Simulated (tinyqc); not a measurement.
Single-photon avalanche diode, trigger probability and counting: effect of the width of the multiplication layer.

A multiplication layer of width W with the uniform field V/W; alpha = an exp(-bn/E) for electrons, beta = ap exp(-bp/E) for holes (local model, no dead space). a = alpha W, b = beta W. Electrons enter at x = 0, holes at x = W. P0 is the probability that an electron entering at 0 starts a lasting avalanche, PW the same for a hole entering at W.

Breakdown: ln(a/b) = a - b with a not equal to b. Above it PW/(1 - PW) = [P0/(1 - P0)] exp(b - a) and b ln(1 - P0) = a ln(1 - PW); the mean over pairs made evenly in the layer is Pm = ln[(1 - PW)/(1 - P0)]/(a - b). The excess bias is 10 % of VB in every row.

Parameters, values chosen for the exercise; ionisation coefficients close to those of silicon: electron prefactor an = 6.91e5 1/cm; electron field bn = 1.26 MV/cm; hole prefactor ap = 1.56e6 1/cm; hole field bp = 2.04 MV/cm.

Effect of the width of the multiplication layer:
```
W (um)  VB (V)  E at VB (MV/cm)  beta/alpha at VB       P0       PW
0.15    8.9820          0.59880           0.61367  0.45941  0.34618
0.25    12.581          0.50322           0.47917  0.55499  0.36025
0.41    17.847          0.43529           0.37620  0.64230  0.36567
0.67    25.688          0.38341           0.29521  0.72084  0.36441
1.1     37.608          0.34189           0.23058  0.78973  0.35752
1.8     55.512          0.30840           0.17999  0.84668  0.34608
3       83.916          0.27972           0.13887  0.89361  0.33031
5       127.86          0.25572           0.10689  0.92906  0.31148
```

As W grows, VB rises from 8.98 to 128 V, as W^(0.76) on average, the breakdown field falls from 0.599 to 0.256 MV/cm and beta/alpha falls from 0.614 to 0.107. At equal relative excess P0 rises from 0.459 to 0.929 and PW goes from 0.346 through a maximum of 0.366 (at W = 0.41 um among the rows listed) to 0.311. For W = 0.15, 0.25 dead space and band-to-band tunnelling, left out here, matter.

tinyqc, about 0.01 s, one thread, Intel Xeon 2.30GHz (shared host): `OMP_NUM_THREADS=1 python tinyqc.py 2630042 2630043 out.jsonl`
